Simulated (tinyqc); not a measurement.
# Low-temperature mobility of a two-dimensional electron gas with static screening, step by step

A worked calculation. Computed by tinyqc, a small Python program that keeps every step. Command: `OMP_NUM_THREADS=1 python tinyqc.py 3020146 3020147 out.jsonl twodeg walk`. One thread of a shared host (Intel(R) Xeon(R) Processor @ 2.30GHz), about 0.01 s of CPU time with the checks. Intermediate numbers are printed to about 6 digits and carried at full precision; extremes and crossings named in words are read from the listed rows.

One subband is filled, the gas is degenerate and scatters at the Fermi circle; one permittivity serves on both sides of the interface. All formulas are in SI units, masses times m_0. Piezoelectric and polar phonons are left out, and n_s is taken as set by a gate, independent of N_i.

Inputs (values chosen for the exercise, modelled on a strained silicon well):

| quantity | value | unit |
|---|---|---|
| in-plane mass m | 0.185 | m_0 |
| mass across the layer m_z | 0.885 | m_0 |
| permittivity eps | 11.9 | - |
| valley degeneracy g_v | 2 | - |
| sheet density n_s | 7.4e+12 | 1/cm^2 |
| depletion charge N_d | 3.8e+10 | 1/cm^2 |
| roughness height Delta | 0.52 | nm |
| correlation length Lambda | 1.2 | nm |
| remote charge density N_i | 1.9e+11 | 1/cm^2 |
| distance d of the charges from the interface | 2.8 | nm |
| density rho | 2329 | kg/m^3 |
| sound velocity v_l | 8780 | m/s |
| deformation potential D_A | 8.8 | eV |
| temperature T | 40 | K |

Wave function: Fang-Howard. Roughness spectrum: exponential.

Constants: m_0 = 9.1093837015e-31 kg; e = 1.602176634e-19 C; eps_0 = 8.8541878128e-12 F/m; hbar = 1.054571817e-34 J s; k_B = 1.380649e-23 J/K.

## Fermi circle, screening and layer thickness

k_F = sqrt(2 pi n_s/g_v); E_F = hbar^2 k_F^2/(2 m); q_TF = g_v m e^2/(2 pi eps eps_0 hbar^2); Fang-Howard parameter b = [12 m_z e^2 (N_d + 11 n_s/32)/(eps eps_0 hbar^2)]^(1/3), mean depth 3/b; effective field F = e (N_d + n_s/2)/(eps eps_0).

k_F = 0.482160 1/nm

E_F = 47.8776 meV

q_TF = 1.17512 1/nm

b = 1.76211 1/nm

mean depth = 1.70250 nm

effective field F = 0.568400 MV/cm

q_TF/(2 k_F) = 1.22: screening is strong for back-scattering.

## The integrands at a few angles

Form factors with u = q/b: screening G(q) = [1 + 9u/8 + 3u^2/8]/(1 + u)^3, remote charge P(q) = exp(-q d)/(1 + u)^3. Dielectric function eps(q) = 1 + q_TF G(q)/q, with q = 2 k_F sin(theta/2). Roughness: <|U|^2> = (e F)^2 S(q), S = pi Delta^2 Lambda^2/(1 + q^2 Lambda^2/2)^(3/2). Remote charges: <|U|^2> = N_i [e^2 P(q)/(2 eps eps_0 q)]^2. The last two columns are (m/(pi hbar^3)) <|U|^2>/eps(q)^2.

Integrands (1e9/(s rad)):

| theta (degrees) | q (1/nm) | G | eps(q) | roughness | remote charges |
|---|---|---|---|---|---|
| 5 | 0.042063 | 0.956894 | 27.7330 | 6.022 | 6.49924e+02 |
| 15 | 0.125869 | 0.879923 | 9.2150 | 53.721 | 3.13106e+02 |
| 30 | 0.249584 | 0.784214 | 4.6923 | 197.320 | 1.04964e+02 |
| 60 | 0.482160 | 0.646622 | 2.5760 | 554.414 | 1.31608e+01 |
| 90 | 0.681877 | 0.559015 | 1.9634 | 780.566 | 2.21948e+00 |
| 135 | 0.890915 | 0.487753 | 1.6433 | 872.178 | 3.51801e-01 |
| 180 | 0.964319 | 0.466500 | 1.5685 | 874.337 | 1.85519e-01 |

## Interface roughness

1/tau_t = (m/(pi hbar^3)) int_0^pi (1 - cos theta) <|U|^2>/eps(q)^2 dtheta; the quantum rate 1/tau_q drops the factor (1 - cos theta); 200 Gauss-Legendre points in s with theta = pi s^2, s from 0 to 1; mu = e tau_t/m.

tau_t, roughness = 0.391123 ps

tau_q, roughness = 0.515425 ps

roughness mobility = 3718.46 cm^2/(V s)

tau_t/tau_q, roughness = 0.758836

k_F Lambda = 0.58: the roughness is short against the Fermi wavelength and scatters through large angles.

## Remote charges

The formulas are those given above.

tau_t, charges = 73.3746 ps

tau_q, charges = 4.43420 ps

remote-charge mobility = 697582 cm^2/(V s)

tau_t/tau_q, charges = 16.5474

With D = d + 3/b = 4.50 nm, k_F D = 2.17 and q_TF D = 5.29. When both are large, only small angles survive the factor exp(-2 q D) and tau_t/tau_q tends to (2 k_F D)^2, here 18.9, close to the computed ratio.

## Acoustic phonons

Unscreened deformation potential in equipartition: 1/tau = m D_A^2 k_B T I/(rho v_l^2 hbar^3), I = int |psi|^4 dz = 3 b/16 for the Fang-Howard function (used for both wave-function options); mu = e tau/m. Bloch-Grueneisen temperature T_BG = 2 hbar v_l k_F/k_B.

acoustic mobility = 32750.0 cm^2/(V s)

T_BG = 64.6708 K

Caution: T is below the Bloch-Grueneisen temperature T_BG, so equipartition fails: the acoustic mobility is only a lower bound and the acoustic share of 1/mu is overstated.

## All together

At the Fermi circle the rates add, so 1/mu is the sum; sheet resistance 1/(n_s e mu); mean free path hbar k_F mu/e; the quantum time adds the rates 1/tau_q, with the isotropic acoustic rate e/(m mu).

Mobilities:

| process | mu (cm^2/(V s)) | share of 1/mu (%) |
|---|---|---|
| roughness | 3718.46 | 89.3758 |
| remote charges | 697582 | 0.476418 |
| acoustic phonons | 32750.0 | 10.1478 |

mobility mu = 3323.41 cm^2/(V s)

sheet resistance = 253.790 ohm

mean free path = 105.473 nm

Dingle ratio tau_t/tau_q = 0.858528

The largest single share of 1/mu (89 %) belongs to roughness: the field presses the gas against the interface, and the rate goes as F^2. The Dingle ratio of 0.859 marks mostly large-angle scattering.

Checks made by the program: angular integral against adaptive quadrature (relative difference below 1e-10).
